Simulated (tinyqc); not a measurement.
Worked calculation: sp3 tight binding, zinc-blende lattice. One step of it, computed by the program tinyqc.

Task: Levels at k. Diagonalise the Hermitian matrix.

H(k) at k (eV), order a s, a px, a py, a pz, c s, c px, c py, c pz:
$$\begin{pmatrix}
-14.100000 & 0.000000 & 0.000000 & 0.000000 & -2.904231-1.848295i & 0.504928+6.121124i & 3.240968+0.953644i & -2.648847-1.166820i \\
0.000000 & -7.340000 & 0.000000 & 0.000000 & -0.504928-6.121124i & 1.120204+0.712914i & -3.366150-1.482793i & 4.118616+1.211888i \\
0.000000 & 0.000000 & -7.340000 & 0.000000 & -3.240968-0.953644i & -3.366150-1.482793i & 1.120204+0.712914i & 0.641662+7.778713i \\
0.000000 & 0.000000 & 0.000000 & -7.340000 & 2.648847+1.166820i & 4.118616+1.211888i & 0.641662+7.778713i & 1.120204+0.712914i \\
-2.904231+1.848295i & -0.504928+6.121124i & -3.240968+0.953644i & 2.648847-1.166820i & -10.170000 & 0.000000 & 0.000000 & 0.000000 \\
0.504928-6.121124i & 1.120204-0.712914i & -3.366150+1.482793i & 4.118616-1.211888i & 0.000000 & -5.280000 & 0.000000 & 0.000000 \\
3.240968-0.953644i & -3.366150+1.482793i & 1.120204-0.712914i & 0.641662-7.778713i & 0.000000 & 0.000000 & -5.280000 & 0.000000 \\
-2.648847+1.166820i & 4.118616-1.211888i & 0.641662-7.778713i & 1.120204-0.712914i & 0.000000 & 0.000000 & 0.000000 & -5.280000
\end{pmatrix}$$

Give: eigenvalues; weights |c|^2 of the basis functions.

Result:

eigenvalues (eV): [-19.650, -17.645, -15.234, -15.062, -1.595, 0.324, 2.457, 4.276]

weights |c|^2 of the basis functions, order a s, a px, a py, a pz, c s, c px, c py, c pz:
$$\begin{pmatrix}
0.641 & 0.021 & 0.054 & 0.003 & 0.199 & 0.071 & 0.000 & 0.010 \\
0.033 & 0.112 & 0.291 & 0.035 & 0.166 & 0.262 & 0.002 & 0.098 \\
0.000 & 0.180 & 0.170 & 0.184 & 0.035 & 0.059 & 0.204 & 0.169 \\
0.000 & 0.185 & 0.022 & 0.335 & 0.018 & 0.031 & 0.235 & 0.174 \\
0.146 & 0.250 & 0.151 & 0.011 & 0.327 & 0.100 & 0.000 & 0.014 \\
0.113 & 0.036 & 0.158 & 0.023 & 0.194 & 0.355 & 0.003 & 0.119 \\
0.034 & 0.112 & 0.093 & 0.178 & 0.040 & 0.080 & 0.258 & 0.205 \\
0.033 & 0.104 & 0.062 & 0.230 & 0.021 & 0.042 & 0.298 & 0.210
\end{pmatrix}$$
